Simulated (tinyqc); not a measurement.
Two-sublattice mean-field magnet: ferrimagnet, compensation points and susceptibility. Which input was changed? Computed by tinyqc, a small Python program. Command: `OMP_NUM_THREADS=1 python tinyqc.py 3030459 3030460 out.jsonl ferri which`. One thread of a shared host (Intel(R) Xeon(R) Processor @ 2.30GHz), about 0.05 s of CPU time with the checks.

A random alloy A(1-x)B(x) with H = -sum over pairs J S_i.S_j. a = <S_A> and b = <S_B> are taken along z, a > 0. Exchange fields: h_A = (1 - x) zJ_AA a + x zJ_AB b, h_B = (1 - x) zJ_AB a + x zJ_BB b; a = S_A B_(S_A)(S_A h_A/(k_B T)) and likewise for b, with the Brillouin function B_S(y) = [(2S + 1)/(2S)] coth[(2S + 1) y/(2S)] - [1/(2S)] coth[y/(2S)].

Inputs (values chosen for the exercise, for a model ferrimagnet):
```
quantity                 value  unit
spin S_A                   1.5     -
spin S_B                   3.5     -
fraction x of B sites     0.22     -
z J_AA                    40.8   meV
z J_BB                     5.9   meV
z J_AB                     -16   meV
T over T_c                0.25     -
largest number of steps   3000     -
```

Constants: k_B = 8.617333262e-05 eV/K.

Method. Linearised, T (a, b) = M (a, b) with M_ij = S_i (S_i + 1) c_j zJ_ij/(3 k_B), c_A = 1 - x, c_B = x. T_c is the larger eigenvalue, and its eigenvector gives b/a at onset, (T_c - M_AA)/M_AB. Repeat from a = S_A, b = -S_B until a and b change by less than 1e-10.

Task: One of these inputs alone was changed, within the range given: fraction x of B sites (0.11 to 0.44); z J_AA (20.4 to 81.6); z J_BB (2.95 to 11.8); z J_AB (-32 to -8). Which one, and to what value?

Results:
```
run      T_c (K)          b         a
before  544.9588  -3.335362  1.493540
after   526.2166  -3.301082  1.493724
```

Result:

Each candidate set to reproduce T_c, and what it then gives:
```
candidate              range searched  value needed        b       a
fraction x of B sites    0.11 to 0.44        0.3058  -3.3428  1.4943
z J_AA (meV)             20.4 to 81.6         38.83  -3.3484  1.4934
z J_BB (meV)             2.95 to 11.8  out of reach        -       -
z J_AB (meV)                -32 to -8        -13.80  -3.3011  1.4937
```

Only z J_AB fits every result: it went from -16 to -13.8 meV. The next best candidate, fraction x of B sites, misses one result by 1.3 %.
